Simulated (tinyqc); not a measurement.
p-n heterojunction, non-linear Poisson equation by Newton steps, Fermi-Dirac statistics: one step of the calculation.

One dimension, material 1 (p-type) at x < 0 and material 2 (n-type) at x > 0. Band edges: Ec = -psi in material 1 and -psi + dEc in material 2, Ev = Ec - Eg. Flat quasi-Fermi levels: 0 for holes, +V for electrons. n = Nc F((EFn - Ec)/Vt), p = Nv F((Ev - EFp)/Vt), with F(eta) = F_1/2(eta) = (2/sqrt(pi)) int_0^infinity sqrt(u) du/(1 + exp(u - eta)) (Fermi-Dirac statistics); full ionisation, no interface charge, classical densities; the doping types are chosen for the exercise.

Problem. Newton step. Solve the tridiagonal system a_(i-1) d_(i-1) + b_i d_i + a_i d_(i+1) = -F_i for nodes 1 to 12, with d = 0 on fixed nodes. Each component d is damped to sign(d) Vt ln(1 + |d|/Vt) before it is added.

Inputs (values chosen for the exercise): temperature T = 300 K.

Constants: q = 1.602176634e-19 C, kB = 1.380649e-23 J/K, Vt = kB T/q. Results are converted to the units shown.

coupling a_i, interval 0 to 12 (F/cm^2): [1.9981108e-8, 2.6313150e-8, 3.4596919e-8, 4.5017678e-8, 5.9309004e-8, 7.7040562e-8, 1.1473287e-7, 1.1168351e-7, 9.5418917e-8, 7.9903646e-8, 6.7780334e-8, 5.6810107e-8, 4.8414524e-8]
diagonal b, node 1 to 12 (F/cm^2): [-1.1269198e-6, -8.8205409e-7, -7.0696863e-7, -5.8387479e-7, -5.0257980e-7, -4.7260469e-7, -6.7264328e-7, -7.3320945e-7, -7.9783664e-7, -8.8588651e-7, -1.0005173e-6, -1.1409118e-6]
residual F, node 1 to 12 (C/cm^2): [~0, ~0, ~0, ~0, ~0, 3.9134789e-7, -3.9134789e-7, ~0, ~0, ~0, ~0, ~0]
psi at the start, node 0 to 13 (V): [-3.8571817, -3.8571817, -3.8571817, -3.8571817, -3.8571817, -3.8571817, -3.8571817, -0.4462335, -0.4462335, -0.4462335, -0.4462335, -0.4462335, -0.4462335, -0.4462335]

Wanted: Newton step d, before damping; psi after iteration 1.

Solution.

Newton step d, before damping, node 1 to 12 (V): [0.00000, 0.00003, 0.00074, 0.01161, 0.11370, 0.73278, -0.46886, -0.07256, -0.00876, -0.00079, -0.00005, 0.00000]
psi after iteration 1, node 0 to 13 (V): [-3.8572, -3.8572, -3.8572, -3.8565, -3.8476, -3.8136, -3.7698, -0.5225, -0.4808, -0.4538, -0.4470, -0.4463, -0.4462, -0.4462]

Computed by the program tinyqc: `OMP_NUM_THREADS=1 python tinyqc.py 2040024 2040025 out.jsonl`, one thread of a shared Intel Xeon 2.30GHz, about 0.2 s for the whole run.

~0 in a residual or rate marks an entry under 1e-11 of the largest of its column.
